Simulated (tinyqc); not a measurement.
Carrier lifetime from Shockley-Read-Hall, radiative, Auger and surface recombination: one step, computed by the program tinyqc. Command: `OMP_NUM_THREADS=1 python tinyqc.py 3002259 3002260 out.jsonl lifetime walk`. One thread of a shared host (Intel(R) Xeon(R) Processor @ 2.30GHz), about 0.02 s of CPU time with the checks.

Energies are counted from the top of the valence band. Boltzmann statistics, full ionisation, and equal excess densities of electrons and holes.

Question. Equilibrium densities. N_c = 2 M_c (2 pi m_e k_B T/h^2)^(3/2) and N_v = 2 (2 pi m_h k_B T/h^2)^(3/2), masses in units of m_0. n_i = sqrt(N_c N_v) exp(-E_g/2 k_B T); majority density N/2 + sqrt(N^2/4 + n_i^2), minority density n_i^2 over it.

Inputs (values chosen for the exercise, with bands modelled on GaN):
```
quantity             value   unit
gap E_g               3.44     eV
electron mass m_e    0.206    m_0
valleys M_c              1      -
hole mass m_h         1.39    m_0
temperature T          250      K
doping N           8.6e+15  cm^-3
```

Doping: n-type. Surface term: none.

Constants: m_0 = 9.1093837015e-31 kg; k_B = 1.380649e-23 J/K; h = 6.62607015e-34 J s; k_B = 8.617333262e-05 eV/K.

Give: N_c; N_v; n_i; n_0; p_0.

Answer.

N_c = 1.785e+18 cm^-3

N_v = 3.128e+19 cm^-3

n_i = 1.584e-16 cm^-3

n_0 = 8.60e+15 cm^-3

p_0 = 2.918e-48 cm^-3
